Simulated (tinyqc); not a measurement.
Vibrations of a mass or spring defect in a linear chain: one step, computed by the program tinyqc. Command: `OMP_NUM_THREADS=1 python tinyqc.py 3027019 3027020 out.jsonl localmode walk`. One thread of a shared host (Intel(R) Xeon(R) Processor @ 2.30GHz), about 0.01 s of CPU time with the checks.

A ring of N atoms with nearest-neighbour springs k and motion along the chain. Atom 1 is the defect, of mass M', and its two springs are k'. All other atoms have the mass M.

Task: Frequencies of the ring. Diagonalise D and leave out the zero eigenvalue of the uniform shift. nu = 15.6333042 THz x sqrt(lambda), lambda in eV/(angstrom^2 u).

Host: monatomic.

D (eV/(angstrom^2 u)), lower triangle (symmetric):
```
            1           2           3           4           5           6           7          8
1   0.9621333
2  -0.2548058   0.2576559
3   0.0000000  -0.1226933   0.2453865
4   0.0000000   0.0000000  -0.1226933   0.2453865
5   0.0000000   0.0000000   0.0000000  -0.1226933   0.2453865
6   0.0000000   0.0000000   0.0000000   0.0000000  -0.1226933   0.2453865
7   0.0000000   0.0000000   0.0000000   0.0000000   0.0000000  -0.1226933   0.2453865
8  -0.2548058   0.0000000   0.0000000   0.0000000   0.0000000   0.0000000  -0.1226933  0.2576559
```

Constants: nu for 1 eV/(angstrom^2 u) = 15.6333042 THz.

Give: nonzero frequencies.

Result:

nonzero frequencies (THz): 4.28  4.59  7.84  8.41  10.16  10.65  16.52
